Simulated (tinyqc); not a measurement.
Inside a calculation. Method: UHF in the 6-31g basis, for H2-, spin multiplicity 2. The basis has no diffuse functions, so it cannot describe the extra electron: this is an exercise in the method, not the real anion. One step of it, computed by the program tinyqc.

Task: Iteration 1: building the Fock matrix. J_ij = sum D_kl (ij|kl) with D = D(alpha) + D(beta), K_ij = sum D_kl (ik|jl) for each spin; F = H + J - K(s); E = tr D H + tr D J / 2 - 0.5 sum_s tr D(s) K(s) + E_nn.

D(alpha) at the start, lower triangle:
```
           1H 1s      1H 2s     2H 1s     2H 2s
1H 1s   0.258181
1H 2s   0.363858   0.547582
2H 1s  -0.036463  -0.145214  0.258181
2H 2s  -0.145214  -0.331968  0.363858  0.547582
```

D(beta) at the start, lower triangle:
```
          1H 1s     1H 2s     2H 1s     2H 2s
1H 1s  0.110859
1H 2s  0.109322  0.107807
2H 1s  0.110859  0.109322  0.110859
2H 2s  0.109322  0.107807  0.109322  0.107807
```

core Hamiltonian H = T + V (hartree), lower triangle:
```
           1H 1s      1H 2s      2H 1s      2H 2s
1H 1s  -0.653629
1H 2s  -0.742997  -0.778159
2H 1s  -0.200407  -0.387472  -0.653629
2H 2s  -0.387472  -0.558142  -0.742997  -0.778159
```

Two-electron integrals (ij|kl) in chemists' order, unique and non-zero (hartree):
```
(11|11) 1.076566   (21|11) 0.578470   (21|21) 0.329423   (22|11) 0.587396
(22|21) 0.361304   (22|22) 0.453150   (31|11) 0.067268   (31|21) 0.040494
(31|22) 0.048275   (31|31) 0.008291   (32|11) 0.134454   (32|21) 0.086046
(32|22) 0.116510   (32|31) 0.019990   (32|32) 0.060844   (33|11) 0.395262
(33|21) 0.258578   (33|22) 0.370884   (33|31) 0.067268   (33|32) 0.238731
(33|33) 1.076566   (41|11) 0.238731   (41|21) 0.137450   (41|22) 0.153403
(41|31) 0.019990   (41|32) 0.043767   (41|33) 0.134454   (41|41) 0.060844
(42|11) 0.306560   (42|21) 0.191667   (42|22) 0.249499   (42|31) 0.032809
(42|32) 0.088759   (42|33) 0.306560   (42|41) 0.088759   (42|42) 0.162105
(43|11) 0.258578   (43|21) 0.168273   (43|22) 0.239070   (43|31) 0.040494
(43|32) 0.137450   (43|33) 0.578470   (43|41) 0.086046   (43|42) 0.191667
(43|43) 0.329423   (44|11) 0.370884   (44|21) 0.239070   (44|22) 0.336039
(44|31) 0.048275   (44|32) 0.153403   (44|33) 0.587396   (44|41) 0.116510
(44|42) 0.249499   (44|43) 0.361304   (44|44) 0.453150
```

nuclear repulsion = 0.39609073 hartree

Give: Coulomb J; exchange K(alpha); exchange K(beta); F(alpha); F(beta); total energy of this density.

Result:

Coulomb J (hartree), lower triangle:
```
       1H 1s  1H 2s  2H 1s  2H 2s
1H 1s  1.809
1H 2s  1.077  1.315
2H 1s  0.173  0.482  1.809
2H 2s  0.482  0.836  1.077  1.315
```

exchange K(alpha) (hartree), lower triangle:
```
       1H 1s  1H 2s  2H 1s  2H 2s
1H 1s  0.752
1H 2s  0.557  0.504
2H 1s  0.090  0.240  0.752
2H 2s  0.240  0.327  0.557  0.504
```

exchange K(beta) (hartree), lower triangle:
```
       1H 1s  1H 2s  2H 1s  2H 2s
1H 1s  0.399
1H 2s  0.343  0.348
2H 1s  0.200  0.263  0.399
2H 2s  0.263  0.309  0.343  0.348
```

F(alpha) (hartree), lower triangle:
```
        1H 1s   1H 2s   2H 1s  2H 2s
1H 1s   0.403
1H 2s  -0.223   0.033
2H 1s  -0.117  -0.146   0.403
2H 2s  -0.146  -0.050  -0.223  0.033
```

F(beta) (hartree), lower triangle:
```
        1H 1s   1H 2s   2H 1s  2H 2s
1H 1s   0.757
1H 2s  -0.009   0.189
2H 1s  -0.227  -0.168   0.757
2H 2s  -0.168  -0.031  -0.009  0.189
```

total energy of this density = -0.86024 hartree
